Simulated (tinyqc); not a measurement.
Image-sensor pixel with a pinned photodiode, signal and noise: one step of the calculation.

A buried n layer between a heavily doped p+ surface layer and a p layer is emptied into a floating diffusion, read through a source follower with correlated double sampling (reset noise cancelled). One-dimensional abrupt junctions; no blooming, lag or crosstalk.

Task. Noise budget. Signal S = QE Ph; variance = S + dark rate x ti + (read noise)^2 + (pr S)^2; SNR = 20 log10(S/noise); dynamic range 20 log10(FW/noise at S = 0).

Parameters, values chosen for the exercise; material values close to those of silicon: gain non-uniformity pr = 0.3 %; exposure ti = 100 ms; photons on the photodiode per exposure Ph = 380.

QE = 0.13667498
generation rate = 2.6468472 electrons/s
diffusion rate = 0.066965627 electrons/s
read noise = 0.78275867 electrons
FW = 4397.3254 electrons

Give: S; variances; noise; SNR; dynamic range.

Result.

S = 51.94 electrons
variances (electrons^2): photon shot 51.94, dark shot 0.2714, read 0.6127, non-uniformity 0.02428
noise = 7.269 electrons
SNR = 17.08 dB
dynamic range = 73.40 dB

The largest part, 98.3 % of the variance, is photon shot noise.

Program tinyqc, `OMP_NUM_THREADS=1 python tinyqc.py 2630116 2630117 out.jsonl`; Intel Xeon 2.30GHz, shared host, one thread, about 0.01 s.
